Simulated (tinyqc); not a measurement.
Bloch-Grueneisen resistivity of a metal: one step, computed by the program tinyqc. Command: `OMP_NUM_THREADS=1 python tinyqc.py 3027576 3027577 out.jsonl bg walk`. One thread of a shared host (Intel(R) Xeon(R) Processor @ 2.30GHz), about 0.01 s of CPU time with the checks.

Electrons scatter from a Debye spectrum of phonons (n = 5 for scattering within one band, n = 3 for scattering into a second, heavy band) and from static defects.

Task: Scale of the phonon resistivity. rho_ph = (n - 1) rho_1 (T/Theta)^n J_n(Theta/T), with rho_1 = 2 pi lambda_tr k_B Theta/(hbar eps_0 w_p^2), the high-temperature line at T = Theta.

Inputs (values chosen for the exercise, modelled on cobalt): Debye temperature Theta = 406 K; transport coupling lambda_tr = 0.25; Drude plasma energy hbar w_p = 6.6 eV.

Addition: none.

Constants: k_B = 1.380649e-23 J/K; hbar = 1.054571817e-34 J s; eps_0 = 8.8541878128e-12 F/m; hbar = 6.582119569e-16 eV s.

Give: rho_1.

Result:

rho_1 = 9.379 microohm cm
